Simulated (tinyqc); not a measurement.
Dopant redistribution at a moving silicon-oxide interface during parabolic oxidation: one step, computed by the program tinyqc.

Uniformly doped silicon is oxidised with x_ox = sqrt(B t); the interface advances into the silicon by alpha x_ox, alpha = 0.44. The dopant does not move in the oxide, and at the interface C(silicon) = m C(oxide).

Question. Interface concentration. With the dopant diffusivity D and s = alpha x_ox/(2 sqrt(D t)), in the silicon C = C_B + (C_s - C_B) erfc(y/(2 sqrt(D t)))/erfc(s), y from the original surface. Dopant balance at the interface gives C_s/C_B = 1/[1 + (1/(m alpha) - 1) g], g = sqrt(pi) s exp(s^2) erfc(s).

Inputs (values chosen for the exercise, modelled on arsenic in silicon under steam): segregation coefficient m = C(silicon)/C(oxide) = 8.5; bulk doping C_B = 1.4e+16 1/cm^3; temperature T = 1050 C.

s = 3.267800

Give: g; ratio C_s/C_B; C_s in the silicon; concentration in the oxide.

Answer.

g = 0.9586

ratio C_s/C_B = 3.359

C_s in the silicon = 4.702e+16 1/cm^3

concentration in the oxide = 5.532e+15 1/cm^3

m alpha = 3.740: the oxide rejects dopant, which piles up in the silicon. For a very fast interface the ratio would tend to m alpha. Caution: parabolic growth needs an oxide much thicker than the Deal-Grove length A, which fails for thin films and low temperatures; oxidation-enhanced or retarded diffusion is ignored.
